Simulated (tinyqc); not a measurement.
From steady velocity back to low-field mobility mu_0: velocity overshoot from momentum and energy balance equations after a field step. Computed by tinyqc, a small Python program. Command: `OMP_NUM_THREADS=1 python tinyqc.py 3026774 3026775 out.jsonl overshoot inv`. One thread of a shared host (Intel(R) Xeon(R) Processor @ 2.30GHz), about 0.04 s of CPU time with the checks.

At t = 0 the field jumps from 0 to F in a uniform sample. v is the drift velocity and u = w - (3/2) k_B T the excess energy per carrier.

Inputs (values chosen for the exercise, modelled on electrons in strained silicon except for tau_E):
```
quantity                      value      unit
effective mass m                0.2       m_0
saturation velocity v_s        0.99  1e7 cm/s
energy relaxation time tau_E   0.91        ps
field after the step F           11     kV/cm
lattice temperature T           300         K
```

Scheme: explicit Euler.

Constants: m_0 = 9.1093837015e-31 kg; e = 1.602176634e-19 C; k_B = 8.617333262e-05 eV/K.

Method. dv/dt = e F/m - v/tau_m(u), du/dt = e F v - u/tau_E, tau_m(u) = tau_0/(1 + c u), tau_0 = m mu_0/e, c = mu_0/(e tau_E v_s^2); this choice gives the steady state v (1 + mu_0 F v/v_s^2) = mu_0 F, which saturates at v_s. Steady velocity v = 2 mu_0 F/(1 + sqrt(1 + 4 (mu_0 F/v_s)^2)); u = e F v tau_E; carrier temperature T + 2u/(3 k_B), neglecting the drift energy m v^2/2.

Problem. A run gave the result below. Find the low-field mobility mu_0, known to lie between 1400 and 3300 cm^2/(V s).

steady velocity = 0.8217531 1e7 cm/s

Solution.

Each step takes the trial c = (a f_b - b f_a)/(f_b - f_a), f being the result less the target and a, b, c the logarithms of the listed values; c replaces end b, the old b replaces a if the sign of f changed, and otherwise f_a is halved.

Scan of the range:
```
low-field mobility mu_0 (cm^2/(V s))  steady velocity (1e7 cm/s)
1400                                                    0.721670
1620                                                    0.752485
1860                                                    0.779046
2150                                                    0.804243
2480                                                    0.826529
2860                                                    0.846410
3300                                                    0.864162
```

False position (Illinois rule, in the logarithm of the input) inside the bracket:
```
step    end a    end b    trial  steady velocity (1e7 cm/s)
1     2150.00  2480.00  2405.27                    0.821959
2     2150.00  2405.27  2399.09                    0.821569
3     2405.27  2399.09  2402.00                    0.821753
4     2399.09  2402.00  2402.00                    0.821753
```

Steady velocity rises at every point of a 13-point scan of the range (every second point is shown), so one value fits; it is bracketed by 2150 and 2480. Answer: low-field mobility mu_0 = 2402 cm^2/(V s).
